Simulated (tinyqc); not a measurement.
# Impurity strength from the transmission

Question. An infinite chain has hopping -t with t = 1 eV and site energy 0; E = -2 t cos(k) with E = -1.05 eV. One site has the energy u > 0, so T(E) = 1/[1 + u^2/(4 t^2 sin^2 k)]. Find sin^2 k and u.

T(E) = 0.24978448

Answer. sin^2 k = 1 - (E/2t)^2, and u = 2 t |sin k| sqrt(1/T(E) - 1).

sin^2 k = 0.724
u = 2.95 eV

Program tinyqc, `OMP_NUM_THREADS=1 python tinyqc.py 2660115 2660116 out.jsonl`; Intel Xeon 2.30GHz, shared host, one thread, about 0.01 s.
